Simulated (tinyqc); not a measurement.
Inside a calculation. Method: FCI on RHF in the sto-3g basis, frozen core, for BeH+, spin multiplicity 1. One step of it, computed by the program tinyqc.

Question. FCI: roots. Diagonalise (each vector has its largest component positive (the first on a tie)); all determinants have Ms = 0, so triplets appear too. The lowest singlet root is the correlation energy.

Occupation strings over the orbitals (2 doubly, a alpha, b beta, 0 empty; spin orbitals ordered 1a 1b 2a 2b ...): 220000 2ab000 2a000b 2ba000 2b000a 202000 20a00b 200200 200020 20b00a 200002

H - E(HF) between determinants (hartree), lower triangle:
```
           220000     2ab000     2a000b     2ba000     2b000a     202000     20a00b    200200
220000   0.000000
2ab000   0.000000   0.152965
2a000b   0.000000   0.004944   0.501396
2ba000   0.000000  -0.048913   0.051472   0.152965
2b000a   0.000000   0.051472  -0.120914   0.004944   0.501396
202000   0.048913   0.101028   0.043643  -0.101028  -0.043643   0.595364
20a00b  -0.051472   0.043643  -0.002385   0.055882   0.055277   0.116876   0.677920
200200   0.044091   0.032908  -0.027685  -0.032908   0.027685   0.050190  -0.010834  0.704038
200020   0.044091   0.032908  -0.027685  -0.032908   0.027685   0.050190  -0.010834  0.024249
20b00a   0.051472   0.055882   0.055277   0.043643  -0.002385  -0.116876  -0.060254  0.010834
200002   0.120914  -0.055277   0.029989   0.055277  -0.029989   0.060254   0.001617  0.023997

          200020     20b00a    200002
200020  0.704038
20b00a  0.010834   0.677920
200002  0.023997  -0.001617  1.038684
```

Give: lowest roots of this matrix, relative to E(HF); lowest vectors; <S^2> of these roots; weight of the ground state by excitation level 0, 1, 2, ....

Answer.

lowest roots of this matrix, relative to E(HF) (hartree): -0.031  0.078  0.130  0.373  0.464  0.651  0.653  0.680

lowest vectors:
```
        root 1  root 2  root 3  root 4
220000   0.978   0.000  -0.103   0.000
2ab000   0.044   0.689   0.647   0.077
2a000b   0.018  -0.108   0.089   0.680
2ba000  -0.044   0.689  -0.647   0.077
2b000a  -0.018  -0.108  -0.089   0.680
202000  -0.107   0.000  -0.333   0.000
20a00b   0.083  -0.117   0.075  -0.178
200200  -0.047   0.000  -0.029   0.000
200020  -0.047   0.000  -0.029   0.000
20b00a  -0.083  -0.117  -0.075  -0.178
200002  -0.099   0.000   0.110   0.000
```

<S^2> of these roots: 0.000  2.000  0.000  2.000  0.000  2.000  0.000  0.000

weight of the ground state by excitation level 0, 1, 2, ...: 0.956  0.005  0.039
